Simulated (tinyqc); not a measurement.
# Changing the back recombination velocity S_b

Model: surface photovoltage measurement of the minority-carrier diffusion length in a wafer. Computed by tinyqc, a small Python program. Command: `OMP_NUM_THREADS=1 python tinyqc.py 3130310 3130311 out.jsonl spv sweep`. One thread of a shared host (Intel(R) Xeon(R) Processor @ 2.30GHz), about 0.04 s of CPU time with the checks.

Low injection, steady light, a depletion layer much thinner than 1/alpha and L. The excess density dn is taken at the front edge of the neutral region; light that reaches the back is lost.

Inputs (values chosen for the exercise, modelled on p-type silicon at room temperature): diffusion length L = 58 micrometre; wafer thickness W = 525 micrometre; diffusivity D = 30 cm^2/s; front recombination velocity S_f = 33000 cm/s; photon flux entering = 3.1e+13 1/(cm^2 s); minority density at the surface barrier scale n_0 = 6.3e+08 1/cm^3; temperature T = 298 K; wavelength = 949 nm; relative noise of each reading = 0.5 %; diffusion length after pair splitting over L = 0.81; iron factor C = 1.08e+16 micrometre^2/cm^3.

normal deviates g for the noise: [2.45, -1.20, 0.96, 0.52, -0.07, -1.72, -1.53]

Constants: k_B = 8.617333262e-05 eV/K.

Method:
- alpha = (84.732/lambda - 76.417)^2 per cm with lambda in micrometre (an empirical fit for silicon between 0.7 and 1.05 micrometre).
- Thick wafer: dn = Phi L/((S_f + D/L)(L + 1/alpha)). Finite wafer, with s = S_b L/D, w = W/L, a = alpha L: dn = [Phi a/(a^2 - 1)] [a - B - exp(-alpha W)(a - s)/(cosh w + s sinh w)]/(S_f + B D/L), B = (sinh w + s cosh w)/(cosh w + s sinh w).
- Photovoltage V = (k_B T/e) ln(1 + dn/n_0). Lifetime = L^2/D.
- Readings y = (Phi/dn) (1 + noise x g) at 780, 830, 880, 920, 950, 975 and 995 nm; a least-squares line y = c (1/alpha + L_app) gives L_app = intercept/slope.
- Splitting iron-boron pairs in boron-doped silicon shortens L; with nothing else changing, [Fe] = C (1/L_after^2 - 1/L^2). It is evaluated with the true lengths and with the apparent ones (without noise), which differ when the wafer is not thick against L.

One run for each value; columns: (1) back recombination velocity S_b (cm/s); (2) apparent length L_app (micrometre); (3) B; (4) dn, finite wafer (1/cm^3); (5) bias, apparent over true less 1 (rounded to 0.001) (%):
```
(1)          (2)     (3)         (4)     (5)
1.00e+00  59.616  1.0000  3.9787e+08   0.002
1.00e+01  59.616  1.0000  3.9787e+08   0.002
1.00e+02  59.615  1.0000  3.9787e+08   0.002
1.00e+03  59.615  1.0000  3.9787e+08   0.001
1.00e+04  59.615  1.0000  3.9787e+08  -0.003
1.00e+05  59.614  1.0000  3.9787e+08  -0.005
1.00e+06  59.614  1.0000  3.9787e+08  -0.005
1.00e+07  59.614  1.0000  3.9787e+08  -0.005
```

Over the rows, apparent length L_app (micrometre) falls from 59.6155 to 59.6142; B does not change; dn, finite wafer (1/cm^3) falls from 3.978671e8 to 3.978669e8.

Extremes, crossings and ranges named in words are read from the listed rows.
